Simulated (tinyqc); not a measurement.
A particle near a wafer in liquid: double-layer and van der Waals forces (DLVO), deposition barrier and removal: one step, computed by the program tinyqc.

Sphere and flat wall, Derjaguin approximation, constant potentials in the linear-superposition form, no retardation and no hydration force.

Task: Critical salt concentration. The barrier height is zero when U = 0 and F = 0 together: kappa h = 1 and kappa = 6 Z/(e A), e = 2.718282 here; c follows from kappa^2, with the potentials held fixed.

Inputs (values chosen for the exercise, of the order of those for polymer latex on silicon in water): Hamaker constant A = 1.5e-20 J; salt concentration c = 0.00017 mol/L; temperature T = 293 K.

Z = 13.52722 pN

kappa = 0.04277483 1/nm

Give: critical kappa; critical concentration.

Result:

critical kappa = 1.991 1/nm

critical concentration = 0.3681 mol/L

Caution: kappa R is not large, so the Derjaguin approximation is only rough at gaps of the order of the Debye length.
